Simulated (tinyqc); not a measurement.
Changing the acid diffusivity D: chemically amplified photoresist: aerial image, acid generation, bake, development and line width. Computed by tinyqc, a small Python program. Command: `OMP_NUM_THREADS=1 python tinyqc.py 3016964 3016965 out.jsonl resist sweep`. One thread of a shared host (Intel(R) Xeon(R) Processor @ 2.30GHz), about 0.05 s of CPU time with the checks.

Lines and spaces of pitch p with a two-beam-like image; x = 0 is the middle of the bright space. The resist is positive and treated as uniform in depth.

Inputs (values chosen for the exercise, for a model resist at 193 nm): pitch p = 140 nm; image contrast c = 0.82; mean dose E = 53.8 mJ/cm^2; Dill parameter C = 0.016 cm^2/mJ; quencher load q, relative to the acid generator = 0.13; bake time t = 45 s; amplification rate k_amp = 0.021 1/s; threshold protection m_th = 0.47; development selectivity n = 8; largest rate r_max = 410 nm/s; smallest rate r_min = 0.039 nm/s; resist thickness d = 120 nm; development time t_d = 30 s; photon energy = 6.42 eV; absorption coefficient alpha = 0.49 1/um.

Method:
- Dose E(x) = E [1 + c cos(2 pi x/p)]; acid h = 1 - exp(-C E(x)).
- Bake: the acid image is blurred by a Gaussian of variance sigma^2 = 2 D t (each Fourier term k of h, taken on 64 points, is multiplied by exp(-4 pi^2 k^2 D t/p^2)).
- Cosine coefficients: h(x) = sum_k h_k cos(2 pi k x/p).
- The quencher then removes q, h_eff = max(h_blurred - q, 0); protection m = exp(-k_amp t h_eff).
- Mack rate r = r_max (a + 1)(1 - m)^n/(a + (1 - m)^n) + r_min, a = ((n + 1)/(n - 1))(1 - m_th)^n.
- Edge: vertical development clears the film where r t_d >= d; the space width is twice the x where r = d/t_d.
- Dose sensitivity = d ln(width)/d ln E from widths at 1.005 E and E/1.005; image log-slope at the edge = |d ln E/dx|, normalised by the width (NILS); latitude for 10 % of width = 10 %/sensitivity.
- The edge lies at x = width/2.
- Absorbed photons per volume N = E(edge) alpha/(photon energy), 1 mJ/cm^2 = 62.41509 eV/nm^2, alpha in 1/nm; a Gaussian blur averages over a volume V = (2 sqrt(pi) sigma)^3; relative noise 1/sqrt(N V); edge noise sigma_x = (dh/d ln E) noise/|dh/dx|, with both derivatives of the blurred acid at the edge.

One run for each value; columns: (1) acid diffusivity D (nm^2/s); (2) dose latitude (%); (3) edge noise from photons (nm); (4) space width (nm); (5) blur factor of the first harmonic:
```
(1)      (2)    (3)    (4)     (5)
0.12   16.62  1.268  78.21  0.9892
0.22   16.50  0.807  78.02  0.9803
0.40   16.28  0.518  77.69  0.9644
0.72   15.87  0.338  77.14  0.9368
1.30   15.14  0.223  76.28  0.8888
4.40   11.55  0.110  73.54  0.6711
7.90    8.44  0.095  72.58  0.4887
14.00   4.91  0.107  73.10  0.2811
```

Give the missing row, acid diffusivity D (nm^2/s) = 2.40.

Computed row; columns: (1) acid diffusivity D (nm^2/s); (2) dose latitude (%); (3) edge noise from photons (nm); (4) space width (nm); (5) blur factor of the first harmonic:
```
(1)     (2)    (3)    (4)     (5)
2.40  13.78  0.150  74.99  0.8045
```

Interpolating between the two neighbouring rows (the first column on a logarithmic scale, the others too where they are positive) misses most in dose latitude (%), by 4.1 %. Over the rows, dose latitude (%) falls from 16.6 to 4.91 (exponent d ln y / d ln x -0.012 between the first rows and -0.95 between the last); edge noise from photons (nm) goes from 1.27 through a minimum among these rows, 0.0947 at 7.90, to 0.107; space width (nm) goes from 78.2 through a minimum among these rows, 72.6 at 7.90, to 73.1. Blur pulls the acid image towards its mean: it flattens the acid slope, averages over more photons, and moves the edge unless the clearing threshold lies at that mean.

Caution (all rows): lateral development, standing waves and the joint diffusion of acid and quencher are left out, so widths are indicative. Caution (all rows): the noise counts photons alone (acid and quencher statistics add to it) and takes the film as thicker than the blur; a thinner film averages in two dimensions only.

Extremes, crossings and ranges named in words are read from the listed rows.
